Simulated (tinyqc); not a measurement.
# Thickness from two neighbouring fringes

Problem. At normal incidence a transparent film with an index between those of air and substrate, taken as constant, has reflectance minima at 2 n1 d = (m + 1/2) lam (small phase shifts at the substrate neglected). Find d and the order m of the shorter wavelength.

Parameters, values chosen for the exercise:
- n1 = 1.647 (index of the transparent film)

wavelengths of two neighbouring reflectance minima (nm): [547, 631.15385]

Solution. Neighbouring orders differ by one: 2 n1 d (1/lam1 - 1/lam2) = 1.

d = 1.25e3 nm
m = 7

tinyqc, about 0.3 s, one thread, Intel Xeon 2.30GHz (shared host): `OMP_NUM_THREADS=1 python tinyqc.py 2870132 2870133 out.jsonl`
